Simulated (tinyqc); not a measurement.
Resistive crossbar, vector-matrix product with wire resistance: two steps of the calculation.

2 rows and 2 columns. Cell (i, j) joins row node wij to column node bij. Each row is driven at its left end through one wire segment rw; neighbouring nodes along a row or a column are joined by rw; each column ends below the last row in one more rw and a virtual ground, where its current is read. Ideal output: I_j = sum_i V_i G_ij.

Values chosen for this exercise: wire resistance between neighbouring cells rw = 200 ohm; input voltages of the rows V = [0.16, 0.13] V.

Question 1. The nodal equations. Kirchhoff current law at every node, A x = b: A holds the sum of the conductances at a node on the diagonal and minus the conductance between two nodes off it (wire conductance 1/rw); b = V_i/rw at the first node of row i.

cell conductances G (uS):

|  | column 1 | column 2 |
|---|---|---|
| row 1 | 51 | 14 |
| row 2 | 13 | 42 |

Wanted: A; b.

Answer 1.

A (uS):

|  | w11 | w12 | w21 | w22 | b11 | b12 | b21 | b22 |
|---|---|---|---|---|---|---|---|---|
| w11 | 10051 | -5000.0 | 0 | 0 | -51.000 | 0 | 0 | 0 |
| w12 | -5000.0 | 5014.0 | 0 | 0 | 0 | -14.000 | 0 | 0 |
| w21 | 0 | 0 | 10013 | -5000.0 | 0 | 0 | -13.000 | 0 |
| w22 | 0 | 0 | -5000.0 | 5042.0 | 0 | 0 | 0 | -42.000 |
| b11 | -51.000 | 0 | 0 | 0 | 5051.0 | 0 | -5000.0 | 0 |
| b12 | 0 | -14.000 | 0 | 0 | 0 | 5014.0 | 0 | -5000.0 |
| b21 | 0 | 0 | -13.000 | 0 | -5000.0 | 0 | 10013 | 0 |
| b22 | 0 | 0 | 0 | -42.000 | 0 | -5000.0 | 0 | 10042 |

b (uA): w11 800.00, w12 0, w21 650.00, w22 0, b11 0, b12 0, b21 0, b22 0

Question 2. Node voltages and column currents. Solve A x = b; I_j = b2j/rw.

A (uS):

|  | w11 | w12 | w21 | w22 | b11 | b12 | b21 | b22 |
|---|---|---|---|---|---|---|---|---|
| w11 | 10051.000 | -5000 | 0 | 0 | -51 | 0 | 0 | 0 |
| w12 | -5000 | 5014 | 0 | 0 | 0 | -14 | 0 | 0 |
| w21 | 0 | 0 | 10013.000 | -5000 | 0 | 0 | -13 | 0 |
| w22 | 0 | 0 | -5000 | 5042 | 0 | 0 | 0 | -42 |
| b11 | -51 | 0 | 0 | 0 | 5051 | 0 | -5000 | 0 |
| b12 | 0 | -14 | 0 | 0 | 0 | 5014 | 0 | -5000 |
| b21 | 0 | 0 | -13 | 0 | -5000 | 0 | 10013.000 | 0 |
| b22 | 0 | 0 | 0 | -42 | 0 | -5000 | 0 | 10042.000 |

b (uA): w11 800, w12 0, w21 650, w22 0, b11 0, b12 0, b21 0, b22 0

Wanted: row nodes; column nodes; column currents.

Answer 2.

row nodes (mV): w11 157.99, w12 157.55, w21 128.61, w22 127.55
column nodes (mV): b11 3.4814, b12 1.9304, b21 1.9054, b22 1.4946
column currents (uA): column 1 9.5270, column 2 7.4732

Program tinyqc, `OMP_NUM_THREADS=1 python tinyqc.py 2880047 2880048 out.jsonl`; Intel Xeon 2.30GHz, shared host, one thread, about 0.02 s.
